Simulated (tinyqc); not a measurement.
What moves lifetime and leakage: Shockley-Read-Hall recombination through one deep level.

One level at Et with degeneracy 1: tn = 1/(sn vth Nt), tp = 1/(sp_ vth Nt), n1 = Nc exp((Et - Eg)/kT), p1 = Nv exp(-Et/kT), ni^2 = n1 p1. Equilibrium n0 = Nm, p0 = ni^2/Nm; n = n0 + dn, p = p0 + dn. U = (n p - ni^2)/(tp (n + n1) + tn (p + p1)), lifetime dn/U; emission rates en = sn vth n1, ep = sp_ vth p1.

Constants: kB = 8.617333262e-05 eV/K.

Parameters, chosen for this exercise (gap and densities of states near those of Si at this temperature; shifted at random, so the results belong to these values and not to a real crystal):
- Eg = 1.116 eV (gap)
- Nc = 2.63e+19 1/cm^3 (conduction-band density of states)
- Nv = 1.14e+19 1/cm^3 (valence-band density of states)
- T = 300 K
- Et = 0.813 eV (recombination level above Ev)
- Nt = 2.9e+13 1/cm^3 (defects)
- sn = 4.8e-14 cm^2 (electron capture cross-section)
- sp_ = 2.1e-15 cm^2 (hole capture cross-section)
- vth = 17000000 cm/s (thermal velocity, both carriers)
- Nm = 2.9e+14 1/cm^3 (equilibrium electrons for the lifetime steps)
- dn = 3.3e+12 1/cm^3 (excess pairs)

G = Nt en ep/(en + ep).

Results for these values:

| case | lifetime (microsecond) | G (1/(cm^3 s)) |
|---|---|---|
| base | 1.670 | 2.60e+11 |

What happens to each result for sp_ = 4.2e-15 cm^2, all else kept?

Answer: lifetime falls from 1.670 to 0.8353; G rises from 2.60e+11 to 5.19e+11.

The same for each parameter in turn:

| case | lifetime (microsecond) | G (1/(cm^3 s)) |
|---|---|---|
| base | 1.670 | 2.60e+11 |
| Et = 0.853 eV | 4.273 | 5.52e+10 |
| sn = 9.6e-14 cm^2 | 1.670 | 2.60e+11 |
| sp_ = 4.2e-15 cm^2 | 0.8353 | 5.19e+11 |
| Nt = 1.45e+13 1/cm^3 | 3.340 | 1.30e+11 |
| Nm = 8.7e+14 1/cm^3 | 1.202 | 2.60e+11 |
| dn = 9.9e+12 1/cm^3 | 1.656 | 2.60e+11 |

Run: tinyqc, `OMP_NUM_THREADS=1 python tinyqc.py 1681726 1681727 out.jsonl`; Intel(R) Xeon(R) Processor @ 2.30GHz, one thread, shared host; about 0.01 s of CPU time with all checks.
